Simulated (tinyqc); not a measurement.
## Potential step from the flux

Inverse problem. On one interval J = (q mu Vt/hx) [nb B(d) - na B(-d)], B(d) = d/(exp(d) - 1), d = (psi_b - psi_a)/Vt. Find psi_b - psi_a, and the step at which J would vanish.

Inputs (values chosen for the exercise): temperature T = 300 K; electron mobility mu = 897 cm^2/(V s); density at the left node na = 8.8e14 cm^-3; density at the right node nb = 1.5e15 cm^-3; node spacing hx = 40 nm.

Constants: q = 1.602176634e-19 C, kB = 1.380649e-23 J/K, Vt = kB T/q. Results are converted to the units shown.

J = -1319.7250 A/cm^2

Solution. B(d) falls and B(-d) rises with d, so J falls steadily with the step and one value matches. J = 0 needs nb/na = exp(d), the Boltzmann ratio.

psi_b - psi_a = 0.04800 V
step for J = 0 = 0.01379 V

Program tinyqc, `OMP_NUM_THREADS=1 python tinyqc.py 2220105 2220106 out.jsonl`; Intel Xeon 2.30GHz, shared host, one thread, about 0.01 s.
